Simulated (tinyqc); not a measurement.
RHF in the 3-21g basis, for H-, spin multiplicity 1, step by step. The basis has no diffuse functions, so it cannot describe the extra electron: this is an exercise in the method, not the real anion. One step of it, computed by the program tinyqc.

Problem. Iteration 3: diagonalisation and new density. Diagonalise F' = X^T F X, C = X C', fill 1 alpha and 1 beta electrons from the bottom; D = 2 C_occ C_occ^T. Each column has its largest component positive (the first on a tie).

extrapolated F (hartree):
```
           1H 1s      1H 2s
1H 1s   0.754877  -0.113832
1H 2s  -0.113832   0.116970
```

X:
```
           1H 1s      1H 2s
1H 1s   1.229980  -0.450512
1H 2s  -0.450512   1.229980
```

Give: F' = X^T F X; orbital energies; coefficients C; D after iteration 3.

Solution.

F' = X^T F X (hartree):
```
        1       2
1   1.292  -0.678
2  -0.678   0.456
```

orbital energies (hartree): MO1 0.077, MO2 1.671

coefficients C:
```
         MO1     MO2
1H 1s  0.207   1.294
1H 2s  0.854  -0.993
```

D after iteration 3:
```
       1H 1s  1H 2s
1H 1s  0.085  0.353
1H 2s  0.353  1.459
```
